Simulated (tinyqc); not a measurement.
Composition and strain of an epitaxial Si(1-x)Ge(x) layer from Raman and X-ray peaks: one step, computed by the program tinyqc.

A (001) layer, biaxially strained in the plane. The Raman peaks follow empirical lines omega = w0 + c1 x + c3 x^3 + b eps (c3 for Si-Ge alone), with eps the in-plane strain.

Problem. X-ray (004) reflection. Bragg angle theta = arcsin(2 lambda/a) for (004), for the substrate with a_sub and the layer with a_perp; separation in arc seconds.

Inputs (values chosen for the exercise, modelled on silicon-germanium): X-ray wavelength = 1.540598 angstrom.

Substrate: silicon.

substrate constant a_sub = 5.431 angstrom

a_perp = 5.558537 angstrom

Give: theta of the substrate; theta of the layer; separation, layer less substrate.

Solution.

theta of the substrate = 34.56 degree

theta of the layer = 33.66 degree

separation, layer less substrate = -3243 arcsec
